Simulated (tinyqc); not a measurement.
# On-chip power grid, static voltage drop by conjugate gradients, step by step

Computed by the program tinyqc: `OMP_NUM_THREADS=1 python tinyqc.py 2770198 2770199 out.jsonl`, one thread of a shared Intel Xeon 2.30GHz, about 0.1 s for the whole run. Printed values are rounded.

A grid of 4 rows and 4 columns, node k = 4 row + column. Neighbours in a row are joined by Rx, in a column by Ry; pad nodes, which reach the supply through Rp: 0, 12. Each node draws I0, node 9 draws kh I0. The drops u = Vdd - V solve G u = i, with G the conductance matrix (1/Rp added on the diagonal at pad nodes).

Values chosen for this exercise:
```
symbol,value,unit,meaning
Vdd,1,V,supply voltage
Rx,1.2,ohm,resistance of a horizontal segment
Ry,0.11,ohm,resistance of a vertical segment
Rp,0.096,ohm,resistance from a pad node to the supply
I0,1.6,mA,load current of an ordinary node
kh,5,,factor on the load at the hot node
```

## Diagonal of G, loads and first direction

G_kk = sum of the conductances at node k. Start u = 0, so the residual is r = i; p = r.

G_kk (S):
```
,col 0,col 1,col 2,col 3
row 0,20.3409,10.7576,10.7576,9.92424
row 1,19.0152,19.8485,19.8485,19.0152
row 2,19.0152,19.8485,19.8485,19.0152
row 3,20.3409,10.7576,10.7576,9.92424
```

r at the start (mA):
```
,col 0,col 1,col 2,col 3
row 0,1.6,1.6,1.6,1.6
row 1,1.6,1.6,1.6,1.6
row 2,1.6,8,1.6,1.6
row 3,1.6,1.6,1.6,1.6
```

p at the start (mA):
```
,col 0,col 1,col 2,col 3
row 0,1.6,1.6,1.6,1.6
row 1,1.6,1.6,1.6,1.6
row 2,1.6,8,1.6,1.6
row 3,1.6,1.6,1.6,1.6
```

## Iteration 1: conjugate-gradient step

u at the start (mV):
```
,col 0,col 1,col 2,col 3
row 0,0,0,0,0
row 1,0,0,0,0
row 2,0,0,0,0
row 3,0,0,0,0
```

q = G p; a = (r.r)/(p.q); u(new) = u + a p; r(new) = r - a q; b = (r.r)(new)/(r.r); p(new) = r(new) + b p.

q (mA S):
```
,col 0,col 1,col 2,col 3
row 0,16.667,0.000,0.000,0.000
row 1,0.000,-58.182,0.000,0.000
row 2,-5.333,127.030,-5.333,0.000
row 3,16.667,-58.182,0.000,0.000
```

a = 0.118200 ohm

u after iteration 1 (mV):
```
,col 0,col 1,col 2,col 3
row 0,0.189120,0.189120,0.189120,0.189120
row 1,0.189120,0.189120,0.189120,0.189120
row 2,0.189120,0.945601,0.189120,0.189120
row 3,0.189120,0.189120,0.189120,0.189120
```

r after iteration 1 (mA):
```
,col 0,col 1,col 2,col 3
row 0,-0.37000,1.60000,1.60000,1.60000
row 1,1.60000,8.47710,1.60000,1.60000
row 2,2.23040,-7.01500,2.23040,1.60000
row 3,-0.37000,8.47710,1.60000,1.60000
```

b = 2.20894

p after iteration 1 (mA):
```
,col 0,col 1,col 2,col 3
row 0,3.1643,5.1343,5.1343,5.1343
row 1,5.1343,12.0114,5.1343,5.1343
row 2,5.7647,10.6565,5.7647,5.1343
row 3,3.1643,12.0114,5.1343,5.1343
```

## Iteration 2: conjugate-gradient step

As before.

q (mA S):
```
,col 0,col 1,col 2,col 3
row 0,13.4108,-60.8774,0.0000,0.0000
row 1,6.4473,86.2978,-11.4618,0.0000
row 2,25.2944,-16.4808,7.9106,-0.5253
row 3,1.9489,25.4204,-11.4618,0.0000
```

a = 0.224751 ohm

u after iteration 2 (mV):
```
,col 0,col 1,col 2,col 3
row 0,0.90030,1.34306,1.34306,1.34306
row 1,1.34306,2.88869,1.34306,1.34306
row 2,1.48474,3.34067,1.48474,1.34306
row 3,0.90030,2.88869,1.34306,1.34306
```

r after iteration 2 (mA):
```
,col 0,col 1,col 2,col 3
row 0,-3.3841,15.2822,1.6000,1.6000
row 1,0.1510,-10.9184,4.1761,1.6000
row 2,-3.4545,-3.3109,0.4525,1.7181
row 3,-0.8080,2.7638,4.1761,1.6000
```

b = 1.96156

p after iteration 2 (mA):
```
,col 0,col 1,col 2,col 3
row 0,2.8229,25.3535,11.6712,11.6712
row 1,10.2222,12.6427,14.2473,11.6712
row 2,7.8533,17.5925,11.7603,11.7893
row 3,5.3989,26.3249,14.2473,11.6712
```

## Course of the conjugate-gradient iteration

Stop when |r| is below 1e-9 mA.

Course of the iteration:
```
iteration,largest u (mV),|r| (mA)
1,0.945601,15.0
2,3.34067,21.1
3,5.35346,15.0
4,6.21618,20.9
5,7.91127,14.3
6,8.47010,19.0
7,11.2341,14.4
8,12.3185,13.8
9,13.3266,12.6
10,13.9420,7.24
11,14.9245,7.62
12,15.3155,3.58
13,15.4369,1.41
14,15.4110,0.621
15,15.4026,0.0461
16,15.4035,< 1e-11
```

Converged in 16 iterations for 16 unknowns; in exact arithmetic the method needs at most 16. The condition number of the matrix is 234. Gauss-Seidel sweeps in node order need 1142 to reach the same residual.

## Worst drop, pad currents and power lost

converged u (mV):
```
,col 0,col 1,col 2,col 3
row 0,1.5274,9.4117,13.4577,15.3982
row 1,2.3788,9.5875,13.4748,15.4000
row 2,2.3934,9.8918,13.4956,15.4024
row 3,1.5446,9.6731,13.4960,15.4035
```

Pad current u/Rp; worst drop as a share of Vdd; power lost in the grid and pads sum_k i_k u_k; power delivered sum_k i_k (Vdd - u_k).

worst drop = 15.4035 mV
share of Vdd = 1.54035 %
pad currents (mA): node 0 15.9102, node 12 16.0898
power lost = 0.322406 mW
power delivered = 31.6776 mW

The pad currents add up to the total load, 32.00 mA. The worst drop is at node 15, not at the hot node.
